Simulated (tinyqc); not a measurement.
What moves the results: quasiparticle equation with a plasmon-pole self-energy for two band edges. A value that a table varies takes the place of the one given here.

For each edge E = e + X + Sc(E), with the correlation part Sc(E) = A[0]/(E - a + w) + A[1]/(E - b - w); a and b are the valence and conduction energies that enter the Green function (a = ev, b = ec in the one-shot scheme). Z = 1/(1 - dSc/dE), dSc/dE = -A[0]/(E - a + w)^2 - A[1]/(E - b - w)^2.

Parameters, chosen for this exercise (scales of the order of those of HfO2; not measured data): ev = 0 eV (mean-field valence top); ec = 4.01 eV (mean-field conduction edge); w = 14.8 eV (pole energy); Av = (28.2, 12.4) eV^2 (weights of the valence state on the hole and electron poles); Ac = (12.8, 26.3) eV^2 (the same for the conduction state); Xv = -2.51 eV (exchange minus the mean-field potential, valence); Xc = 2.09 eV (the same, conduction).

## Schemes compared

Z = 1; linearised; exact one-shot; energies updated in G (a, b); updated in G and W, where w grows by half of the opening of the gap (a rule chosen for the exercise).

Results (eV):
```
scheme,Ev,Ec,gap,opening
mean field,0.000,4.010,4.010,0.000
Z = 1,-1.264,5.003,6.267,2.257
linearised,-1.086,4.869,5.955,1.945
"one-shot, exact",-1.078,4.865,5.943,1.933
update G,-1.197,4.934,6.131,2.121
update G and W,-1.299,5.026,6.326,2.316
```

What does this show?

The openings run from 1.933 (one-shot, exact) to 2.316 eV (update G and W). Linearising moves the gap by 12 meV, updating G +188 meV and updating W a further +194 meV: once Z is kept, the level of self-consistency matters more than linearising.

## The starting point

The mean-field gap is opened by d (ev lowered by d/2, ec raised by d/2) and X is changed by the opposite amounts, so that e + X stays; one-shot and G-updated gaps.

Gaps (eV):
```
d,start,one-shot,update G
0.0,4.010,5.9433,6.1315
0.2,4.210,5.9619,6.1315
0.4,4.410,5.9804,6.1315
0.6,4.610,5.9986,6.1315
0.9,4.910,6.0255,6.1315
1.2,5.210,6.0520,6.1315
1.6,5.610,6.0866,6.1315
```

What can be read from the table?

The one-shot gap moves by a fraction 0.09 of any change of the starting gap, while the updated gap, 6.1315 eV, does not depend on it. The two agree where the start already equals the result, near d = 2.12 eV. A real change of starting point alters the orbitals and the screening too; this model holds both fixed.

## What each parameter does

Exact one-shot edges and Z of the valence state there. Each row changes one parameter from the base and keeps the others.

Results:
```
case,Ev (eV),Ec (eV),gap (eV),Z
base,-1.0783,4.8649,5.9433,0.8467
w = 15.54 eV,-1.1494,4.9269,6.0763,0.8583
Xv = -2.61 eV,-1.1629,4.8649,6.0279,0.8455
Xc = 2.19 eV,-1.0783,4.9505,6.0288,0.8467
ec = 4.11 eV,-1.0757,4.9621,6.0378,0.8469
"Av = (29.61, 12.4) eV^2",-0.9918,4.8649,5.8568,0.8425
"Ac = (12.8, 27.62) eV^2",-1.0783,4.7843,5.8627,0.8467
```

What does this show?

The largest shifts from the base row, up to three for each result and ties (the steps differ in size, so this ranks the rows, not the parameters). Ev (eV): Av +0.0865, Xv -0.0846, w -0.0711; unchanged at the printed digits by Xc and Ac. Ec (eV): ec +0.0972, Xc +0.0855, Ac -0.0806; unchanged at the printed digits by Xv and Av. gap (eV): w +0.1330, ec +0.0945, Av -0.0865. Z: w +0.0116, Av -0.0041, Xv -0.0011; unchanged at the printed digits by Xc and Ac.

tinyqc: `OMP_NUM_THREADS=1 python tinyqc.py 1850424 1850425 out.jsonl`; about 0.03 s, one thread, shared Intel(R) Xeon(R) Processor @ 2.30GHz.
